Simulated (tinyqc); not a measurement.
Inside a calculation. Method: plane-wave Kohn-Sham cycle with exchange-only LDA in a layered model solid. Computed by tinyqc, a small Python program that keeps every step. Settings: points = 16, plane-wave index or count = 3, electrons = 2, k points = 1, area = 30.0, mixing = 0.1, iteration cap = 74. Command: `OMP_NUM_THREADS=1 python tinyqc.py 28819 28820 out.jsonl` (the two numbers bound the seeds that draw the settings). One thread of a shared host (Intel(R) Xeon(R) Processor @ 2.60GHz), about 0.01 s of CPU time with the checks. Later iterations appear only in the table of the cycle.

## Iteration 1: potential

A solid whose potential varies along x alone (atomic units):
```
parameter                      value
period a                    9.300000
cross-section of the cell  30.000000
electrons per cell                 2
grid points                       16
plane waves -n..n, n               3
k points                           1
V1 in V1 cos(2 pi x/a)     -0.560000
```

density at the start, on the grid x_j = j a/N (e/bohr^3): 0.00716846  0.00716846  0.00716846  0.00716846  0.00716846  0.00716846  0.00716846  0.00716846  0.00716846  0.00716846  0.00716846  0.00716846  0.00716846  0.00716846  0.00716846  0.00716846

V_H(G) = 4 pi rho(G)/G^2 for G != 0 (uniform background); v_x = -(3 rho/pi)^(1/3); V = V_ext + V_H + v_x; Fourier components f(G_m) = (1/N) sum_j f(x_j) exp(-i G_m x_j).

Potentials on the grid (hartree):
```
x             V_ext       V_H        v_x          V
0.000000  -0.560000  0.000000  -0.189874  -0.749874
0.581250  -0.517373  0.000000  -0.189874  -0.707247
1.162500  -0.395980  0.000000  -0.189874  -0.585854
1.743750  -0.214303  0.000000  -0.189874  -0.404177
2.325000          0  0.000000  -0.189874  -0.189874
2.906250   0.214303  0.000000  -0.189874   0.024429
3.487500   0.395980  0.000000  -0.189874   0.206106
4.068750   0.517373  0.000000  -0.189874   0.327498
4.650000   0.560000  0.000000  -0.189874   0.370126
5.231250   0.517373  0.000000  -0.189874   0.327498
5.812500   0.395980  0.000000  -0.189874   0.206106
6.393750   0.214303  0.000000  -0.189874   0.024429
6.975000          0  0.000000  -0.189874  -0.189874
7.556250  -0.214303  0.000000  -0.189874  -0.404177
8.137500  -0.395980  0.000000  -0.189874  -0.585854
8.718750  -0.517373  0.000000  -0.189874  -0.707247
```

V(G_m), m = 0, 1, 2, ... (hartree): -0.189874  -0.280000  0.000000  0.000000  0.000000  0.000000  0.000000

## Iteration 1: Hamiltonian at one k

k = 0.000000 2 pi / a

H(m,m') = (k + G_m)^2/2 delta + V(G_m - G_m'), with V(-G) = V(G).

H (hartree):
```
           -3         -2         -1         +0         +1         +2         +3
-3   1.864154  -0.280000   0.000000   0.000000   0.000000   0.000000   0.000000
-2  -0.280000   0.723027  -0.280000   0.000000   0.000000   0.000000   0.000000
-1   0.000000  -0.280000   0.038351  -0.280000   0.000000   0.000000   0.000000
+0   0.000000   0.000000  -0.280000  -0.189874  -0.280000   0.000000   0.000000
+1   0.000000   0.000000   0.000000  -0.280000   0.038351  -0.280000   0.000000
+2   0.000000   0.000000   0.000000   0.000000  -0.280000   0.723027  -0.280000
+3   0.000000   0.000000   0.000000   0.000000   0.000000  -0.280000   1.864154
```

## Iteration 1: levels at that k

Diagonalise the Hermitian matrix.

eigenvalues (hartree): -0.512639  -0.066354  0.232457  0.760546  0.784408  1.931341  1.931432

## Iteration 1: new density

Motion across x is left out: the lowest 1 band(s) hold two electrons at each of the k points (j + 1/2)/nk - 1/2. Residual R = rho(out) - rho(in); rho(new) = rho(in) + 0.1 R. rho(out) = 2/(a A nk) sum |psi|^2 with psi = sum c exp(i G x). Harris energy E = band energy - dV sum rho (V_H/2 + v_x) + (3/4) dV sum rho v_x with rho(in), dV = a A/N, band energy = (2/nk) sum of the filled levels.

rho(out) (e/bohr^3): 0.02535367  0.02165665  0.01354516  0.00629503  0.00225594  0.00066863  0.00018103  0.00005351  0.00002975  0.00005351  0.00018103  0.00066863  0.00225594  0.00629503  0.01354516  0.02165665

density after iteration 1 (e/bohr^3): 0.00898698  0.00861728  0.00780613  0.00708112  0.00667721  0.00651848  0.00646972  0.00645696  0.00645459  0.00645696  0.00646972  0.00651848  0.00667721  0.00708112  0.00780613  0.00861728

energy per cell = -0.93034095 hartree

## Iteration 2: potential

As before.

Potentials on the grid (hartree):
```
x             V_ext        V_H        v_x          V
0.000000  -0.560000   0.034564  -0.204736  -0.730172
0.581250  -0.517373   0.030841  -0.201890  -0.688421
1.162500  -0.395980   0.021128  -0.195345  -0.570197
1.743750  -0.214303   0.008670  -0.189100  -0.394733
2.325000          0  -0.003537  -0.185434  -0.188971
2.906250   0.214303  -0.013746  -0.183953   0.016604
3.487500   0.395980  -0.021233  -0.183493   0.191254
4.068750   0.517373  -0.025765  -0.183372   0.308236
4.650000   0.560000  -0.027279  -0.183350   0.349371
5.231250   0.517373  -0.025765  -0.183372   0.308236
5.812500   0.395980  -0.021233  -0.183493   0.191254
6.393750   0.214303  -0.013746  -0.183953   0.016604
6.975000          0  -0.003537  -0.185434  -0.188971
7.556250  -0.214303   0.008670  -0.189100  -0.394733
8.137500  -0.395980   0.021128  -0.195345  -0.570197
8.718750  -0.517373   0.030841  -0.201890  -0.688421
```

V(G_m), m = 0, 1, 2, ... (hartree): -0.189579  -0.269550  -0.000360  -0.000340  -0.000054  0.000004  0.000003

## Iteration 2: Hamiltonian at one k

k = 0.000000 2 pi / a

As before.

H (hartree):
```
           -3         -2         -1         +0         +1         +2         +3
-3   1.864449  -0.269550  -0.000360  -0.000340  -0.000054   0.000004   0.000003
-2  -0.269550   0.723323  -0.269550  -0.000360  -0.000340  -0.000054   0.000004
-1  -0.000360  -0.269550   0.038647  -0.269550  -0.000360  -0.000340  -0.000054
+0  -0.000340  -0.000360  -0.269550  -0.189579  -0.269550  -0.000360  -0.000340
+1  -0.000054  -0.000340  -0.000360  -0.269550   0.038647  -0.269550  -0.000360
+2   0.000004  -0.000054  -0.000340  -0.000360  -0.269550   0.723323  -0.269550
+3   0.000003   0.000004  -0.000054  -0.000340  -0.000360  -0.269550   1.864449
```

## Iteration 2: levels at that k

As before.

eigenvalues (hartree): -0.496606  -0.058432  0.226768  0.758469  0.779398  1.926793  1.926870

## Iteration 2: new density

As before.

rho(out) (e/bohr^3): 0.02511761  0.02150937  0.01355988  0.00639128  0.00233871  0.00071207  0.00019902  0.00006112  0.00003485  0.00006112  0.00019902  0.00071207  0.00233871  0.00639128  0.01355988  0.02150937

density after iteration 2 (e/bohr^3): 0.01060004  0.00990649  0.00838150  0.00701213  0.00624336  0.00593784  0.00584265  0.00581738  0.00581261  0.00581738  0.00584265  0.00593784  0.00624336  0.00701213  0.00838150  0.00990649

energy per cell = -0.90045348 hartree

## Convergence

Stop when sqrt(dV sum R^2) is below 1e-8, dV = a A/N.

Course of the cycle:
```
iteration  E (hartree)  norm of the residual
1          -0.93034095              1.46e-01
2          -0.90045348              1.30e-01
3          -0.87590537              1.16e-01
4          -0.85605629              1.03e-01
5          -0.84016665              9.13e-02
6          -0.82753772              8.11e-02
7          -0.81755656              7.20e-02
8          -0.80970479              6.38e-02
9          -0.80355326              5.66e-02
10         -0.79875160              5.01e-02
11         -0.79501659              4.44e-02
...                ...                   ...
64         -0.78284040              1.19e-04
65         -0.78284043              1.08e-04
66         -0.78284046              9.78e-05
67         -0.78284048              8.85e-05
68         -0.78284050              8.01e-05
69         -0.78284051              7.25e-05
70         -0.78284053              6.57e-05
71         -0.78284054              5.95e-05
72         -0.78284055              5.39e-05
73         -0.78284055              4.88e-05
74         -0.78284056              4.42e-05
```

Not converged within 74 iterations: the residual falls steadily but slowly, by a factor of about 0.91 a step. Reruns (cap 100 unless said): mixing 0.5, Kerker q0 1.0: converged in 91 (E = -0.78284); mixing 0.3, Pulay depth 5: converged in 10 (E = -0.78284); the original settings with a cap of 400: converged in 160 (E = -0.78284).
